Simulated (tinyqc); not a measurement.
Nudged elastic band on a two-dimensional model surface: one step, computed by the program tinyqc. Command: `OMP_NUM_THREADS=1 python tinyqc.py 3030846 3030847 out.jsonl neb walk`. One thread of a shared host (Intel(R) Xeon(R) Processor @ 2.30GHz), about 0.2 s of CPU time with the checks.

V(x, y) = -A (cos kx + cos ky) - B cos kx cos ky + (C sin ky + S sin kx)(1 - cos kx), k = 2 pi/a; the atom hops from the minimum at (0, 0) to that at (a, 0).

Problem. Stationary points. Newton steps x(new) = x - H^-1 grad V (moves limited to 0.3 angstrom) from (0, 0), (a, 0) and (a/2, 0) give the two minima and the saddle.

Inputs (values chosen for the exercise, for a model surface):
```
quantity      value      unit
amplitude A    0.46        eV
amplitude B   -0.12        eV
skew C         0.13        eV
asymmetry S  -0.063        eV
period a        2.8  angstrom
```

Surface: adatom on a square lattice. Climbing image: on.

Give: positions; energies; barrier from the start.

Solution.

positions (angstrom):
```
             x        y
start   0.0000   0.0000
end     2.8000   0.0000
saddle  1.5621  -0.1846
```

energies (eV): start -0.80000, end -0.80000, saddle -0.15172

barrier from the start = 0.64828 eV
